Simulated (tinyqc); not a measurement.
Undoped symmetric double-gate MOSFET, analytic potential model: one step of the calculation.

An undoped body of thickness ts between two equal insulators and tied gates; long channel, electrons only, n = ni exp((psi - V)/Vt) with V the quasi-Fermi potential (0 at the source, Vd at the drain), constant mobility, no quantisation. Across the body psi(x) = V - 2 Vt ln[(ts/(2 beta)) sqrt(q ni/(2 eps0 eps_r Vt)) cos(2 beta x/ts)], x from the centre. Q is the electron charge per area of the whole body.

Task. beta at the source by Newton steps. With V = 0: f = ln(beta) - ln(cos beta) + 2 r beta tan(beta) - (Vg - V0)/(2 Vt); f' = 1/beta + tan(beta) + 2 r [tan(beta) + beta/cos^2(beta)]; beta(new) = beta - f/f'.

Parameters, values chosen for the exercise:

| symbol | value | unit | meaning |
|---|---|---|---|
| T | 300 | K | temperature |
| Vg | 0.41 | V | gate voltage |

Constants: q = 1.602176634e-19 C, kB = 1.380649e-23 J/K, Vt = kB T/q. Results are converted to the units shown.

beta at the start = 0.5
r = 0.31832061
V0 = 0.50580188 V

Find: f; f'; beta after iteration 1.

Result.

f = 1.464
f' = 3.307
beta after iteration 1 = 0.05729

tinyqc, about 0.01 s, one thread, Intel Xeon 2.30GHz (shared host): `OMP_NUM_THREADS=1 python tinyqc.py 2440080 2440081 out.jsonl`
